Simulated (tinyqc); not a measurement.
Inside a calculation. Model: thermionic-field emission through a Schottky barrier, WKB.

Computed by the program tinyqc: `OMP_NUM_THREADS=1 python tinyqc.py 2640145 2640146 out.jsonl`, one thread of a shared Intel Xeon 2.30GHz, about 0.06 s for the whole run. Printed values are rounded.

Metal on an n-type semiconductor with one parabolic valley; V > 0 is forward bias (metal positive). Energies E are counted from the conduction edge of the neutral semiconductor, whose Fermi level lies at -xi; that of the metal lies at -xi - V. The barrier is a parabola of height Vd = phi - xi - V (depletion approximation, no image force).

Parameters, values chosen for the exercise; band and dielectric values close to those of gallium arsenide: temperature T = 300 K; electron mass me = 0.0679 m0; relative permittivity eps_r = 12.7; barrier height seen from the metal phi = 0.75 eV; donor density Nd = 1.2e19 cm^-3; bias V = 0.075 V; points of the energy grid nE = 11; upper end of the energy grid Eb = 0.68 eV.

Constants: q = 1.602176634e-19 C, kB = 1.380649e-23 J/K, hbar = 1.054571817e-34 J s, h = 6.62607015e-34 J s, m0 = 9.1093837015e-31 kg, Vt = kB T/q, eps0 = 8.8541878128e-14 F/cm where lengths are in cm. Results are converted to the units shown.

Range of the model: The depletion approximation, a parabolic band and the neglect of image-force lowering make these currents estimates at high doping.

## Fermi level, barrier and E00

Nc = 2 (2 pi me m0 kB T/h^2)^1.5 (times 1e-6 for cm^-3); Nd = Nc F12(-xi/Vt), F12(x) = (2/sqrt(pi)) int_0^infinity sqrt(u)/(1 + exp(u - x)) du; E00 = (hbar/2) sqrt(Nd/(me m0 eps0 eps_r)) in SI units (volts). W = sqrt(2 eps0 eps_r Vd/(q Nd)).

Nc = 4.43994e17 cm^-3
xi = -0.279505 eV
Vd = 0.954505 V
W = 10.5666 nm
E00 = 69.2598 meV
E00/Vt = 2.67909

By a common rule of thumb, E00/Vt below 0.5 marks thermionic emission, 0.5 to 5 thermionic-field emission and above 5 field emission. By that rule alone: thermionic-field emission; with a high barrier, tunnelling near its top can carry most of the current even below 0.5.

## Current density on a coarse grid

For E < Vd, ln T(E) = -(Vd/E00) [sqrt(1 - y) - y ln((1 + sqrt(1 - y))/sqrt(y))], y = E/Vd; T(E) = 1 above. J = A* T (q/kB) int_0^infinity T(E) N(E) dE, N = ln[(1 + exp((-xi - E)/Vt))/(1 + exp((-xi - V - E)/Vt))], A* = 4 pi q me m0 kB^2/h^3 (times 1e-4 for A/(cm^2 K^2)). Simpson's rule on nE equally spaced points from 0 to Eb.

| point | E (eV) | T(E) | N | T(E) N |
|---|---|---|---|---|
| 0 | 0.000000 | 1.03457e-6 | 2.90078 | 3.00107e-6 |
| 1 | 0.068000 | 1.21017e-5 | 2.89633 | 3.50505e-5 |
| 2 | 0.136000 | 7.03634e-5 | 2.83673 | 1.99602e-4 |
| 3 | 0.204000 | 3.10292e-4 | 2.27021 | 7.04427e-4 |
| 4 | 0.272000 | 0.00113413 | 0.777907 | 8.82250e-4 |
| 5 | 0.340000 | 0.00358053 | 0.0866830 | 3.10371e-4 |
| 6 | 0.408000 | 0.00999507 | 0.00653508 | 6.53186e-5 |
| 7 | 0.476000 | 0.0250312 | 4.72468e-4 | 1.18264e-5 |
| 8 | 0.544000 | 0.0567588 | 3.40509e-5 | 1.93269e-6 |
| 9 | 0.612000 | 0.117177 | 2.45350e-6 | 2.87493e-7 |
| 10 | 0.680000 | 0.220799 | 1.76782e-7 | 3.90332e-8 |

J = 4216.91 A/cm^2

The integrand peaks at E = 0.272 eV among these points, 0.28 of the barrier height. A converged quadrature gives 4274 A/cm^2 (this grid is 1.3 % below that), of which 7.4e-8 % passes over the barrier.
